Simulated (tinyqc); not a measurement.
Gap voltage and exponent from three temperatures.

Problem. At constant current VBE(T) = Vg0 - a T - eta (kB T/q) ln T, where a is a constant. Find Vg0, eta and dVBE/dT at the middle temperature.

Constants: q = 1.602176634e-19 C, kB = 1.380649e-23 J/K. Results are converted to the units shown.

T (K): 233  253  330
VBE at a constant current (V): 0.9206239497  0.8908192093  0.7710730775

Solution. The relation is linear in Vg0, a and eta, so three points give a linear system; the slope is (VBE - Vg0 - eta kB T/q)/T. eta rests on the curvature of VBE(T) alone, so real fits need accuracy of some tens of microvolts or better.

Vg0 = 1.180 V
eta = 4.200
dVBE/dT = -1.505 mV/K

Numbers from tinyqc (`OMP_NUM_THREADS=1 python tinyqc.py 2062157 2062158 out.jsonl`; about 0.02 s on one thread of a shared Intel Xeon 2.30GHz).
